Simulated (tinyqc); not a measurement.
# Stoner model of a band magnet at zero temperature, step by step

A worked calculation. Computed by tinyqc, a small Python program that keeps every step. Command: `OMP_NUM_THREADS=1 python tinyqc.py 3010538 3010539 out.jsonl stoner walk`. One thread of a shared host (Intel(R) Xeon(R) Processor @ 2.30GHz), about 0.03 s of CPU time with the checks. Intermediate numbers are printed to about 7 digits and carried at full precision; extremes and crossings named in words are read from the listed rows.

Five orbitals per spin share one band; u = (E - E_bottom)/W runs from 0 to 1, and the states per spin, atom and energy are g = 5 d(u)/W with d = (8/pi) sqrt(u (1 - u)). N(u) is the integral of d from 0. The moment m = n_up - n_down (electrons per atom) moves the fillings to n +/- m/10; the energy is E(m) = E_band(m) - I m^2/4.

Inputs (values chosen for the exercise, for a model d band):
```
quantity                    value  unit
band width W                    3    eV
filling n per spin orbital   0.72     -
Stoner parameter I          0.487    eV
field B                        10     T
start moment m0              0.63  mu_B
largest number of steps       600     -
```

Density of states: semi-elliptic.

Constants: mu_B = 5.7883818060e-05 eV/T.

## The paramagnetic state

Solve N(u_F) = n; g_F = 5 d(u_F)/W; the Stoner product is I g_F.

u_F = 0.6765267

g_F = 1.985412 1/eV

Stoner product I g_F = 0.9668955

I g_F < 1: the paramagnet is locally stable.

## Exchange-enhanced response

The susceptibility is enhanced by 1/(1 - I g_F), and a field B induces m = 2 mu_B B g_F/(1 - I g_F).

enhancement = 30.20736

induced moment = 0.06943053 mu_B

## Fixed-moment scan

For a moment m the Fermi levels of the two spins lie W [u(n + m/10) - u(n - m/10)] =: Delta apart; gbar = m/Delta is the mean density of states between them. A solution has I gbar = 1, is stable where gbar falls with m, or sits at saturation m_max = 10 min(n, 1 - n) if I gbar > 1 there. E_band(m) = 5 W [e(n + m/10) + e(n - m/10) - 2 e(n)], e = integral of u d(u) up to the Fermi level.

Against the moment:
```
m (mu_B)  Delta (eV)     I gbar  E(m) - E(0) (meV)
0.14        0.070526  0.9667357            0.08191
0.42        0.211860  0.9654489            0.75191
0.84        0.425688  0.9609858            3.21134
1.26        0.643825  0.9530853            8.02670
1.68        0.869623  0.9408213           16.42828
2.10        1.109118  0.9220837           30.58317
2.52        1.378418  0.8903247           54.71207
2.80        1.641582  0.8306620           82.05723
```

I gbar runs between 0.831 and 0.967; the energy falls with m where it exceeds 1 and rises where it is below. The lowest row is m = 0.14, and no row lies below the paramagnet.

## Self-consistent moment

Split the bands by Delta = I m, find the common Fermi level that keeps 10 n electrons, and read m(out) = 5 [N(u + Delta/(2W)) - N(u - Delta/(2W))], N clipped to 0 and 1. Start from m0 (at most 0.9 m_max, m_max = 10 min(n, 1 - n)); stop when m changes by less than 1e-8; moments under 1e-5 count as 0.

Iteration:
```
step   m in (mu_B)    Delta (eV)  m out (mu_B)
1     6.300000e-01  3.068100e-01  6.072248e-01
2     6.072248e-01  2.957185e-01  5.854053e-01
3     5.854053e-01  2.850924e-01  5.644875e-01
4     5.644875e-01  2.749054e-01  5.444220e-01
5     5.444220e-01  2.651335e-01  5.251631e-01
...            ...           ...           ...
428   3.438518e-07  1.674559e-07  3.324688e-07
429   3.324688e-07  1.619123e-07  3.214626e-07
430   3.214626e-07  1.565523e-07  3.108207e-07
431   3.108207e-07  1.513697e-07  3.005311e-07
432   3.005311e-07  1.463587e-07  2.905822e-07
```

moment m = 0 mu_B

last change of m = 9.948939e-09

The moment dies away, once small by the factor I g_F a step.

Checks made by the program: N(u_F) against quadrature of d (relative difference below 1e-10).
